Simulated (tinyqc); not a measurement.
Read current of a NAND string, cells in series solved by shooting: effect of the pass voltage.

Cells in series, numbered from 0 at the source line (0 V) to the bit line, each followed by a gap resistance Rg. A cell with gate Vg, threshold VT, source Vs and drain Vd passes I = 2 nf K Vt^2 [F(Vs) - F(Vd)]/(1 + th max(Vg - VT, 0)), F(V) = ln^2(1 + exp((Vg - VT - nf V)/(2 nf Vt))). The selected cell has Vg = Vr, the others Vg = Vp.

For a trial current I start at 0 V and, cell by cell, solve for the drain: sqrt(F(Vd)) = sqrt(F(Vs) - I/k), k = 2 nf K Vt^2/(1 + th max(Vg - VT, 0)), Vd = [Vg - VT - 2 nf Vt ln(exp(sqrt F) - 1)]/nf, then add I Rg. The string current is the I for which the last node reaches Vbl. The apparent threshold is the Vr at which I = Is. Background: all other cells erased (VT = Ve) or all in the highest state (VT = Vh); ratio and shift are high over erased and high minus erased. The string has 32 cells and the selected one is cell 16.

Inputs (values chosen for the exercise); values of the order met in vertical NAND strings:
- T = 300 K (temperature)
- K = 4.6 uA/V^2 (gain factor of a cell)
- nf = 2.4 (slope factor)
- th = 0.07 1/V (mobility reduction factor)
- Rg = 6.3 kohm (resistance of the gap between cells)
- Vbl = 0.7 V (bit-line voltage)
- Ve = -1.1 V (threshold of an erased cell)
- Vh = 4.5 V (threshold of the highest state)
- Vx = 0.7 V (threshold of the selected cell)
- Is = 50 nA (sensing current)
- Vr = 2.47 V (read voltage on the selected word line)

Constants: q = 1.602176634e-19 C, kB = 1.380649e-23 J/K, Vt = kB T/q. Results are converted to the units shown.

Result of one run:
```
I, others erased (uA)	I, others high (uA)	ratio	apparent VT, erased (V)	apparent VT, high (V)	background shift (mV)
0.3411	0.06731	0.1973	1.010	1.253	243.5
```

Which pass voltage Vp gave this result: 6.1, 7.6, 8.1 or 8.6 V?

Vp = 6.1 V.

The whole series:
```
Vp (V)	I, others erased (uA)	I, others high (uA)	ratio	apparent VT, erased (V)	apparent VT, high (V)	background shift (mV)
6.1	0.3411	0.06731	0.1973	1.010	1.253	243.5
6.6	0.3552	0.1058	0.2979	1.006	1.166	160.2
7.1	0.3683	0.1405	0.3814	1.002	1.121	118.2
7.6	0.3805	0.1715	0.4507	0.9995	1.092	92.04
8.1	0.3920	0.1995	0.5089	0.9968	1.071	74.21
8.6	0.4027	0.2248	0.5583	0.9944	1.056	61.39
```

As Vp goes from 6.1 to 8.6 V, the current with erased neighbours rises from 0.341 to 0.403 uA, that with high neighbours rises from 0.0673 to 0.225 uA and the ratio rises from 0.197 to 0.558. The background shift falls from 244 to 61.4 mV. A higher pass voltage also disturbs erased cells more, which this model leaves out.

tinyqc, about 0.4 s, one thread, Intel Xeon 2.30GHz (shared host): `OMP_NUM_THREADS=1 python tinyqc.py 2142061 2142062 out.jsonl`
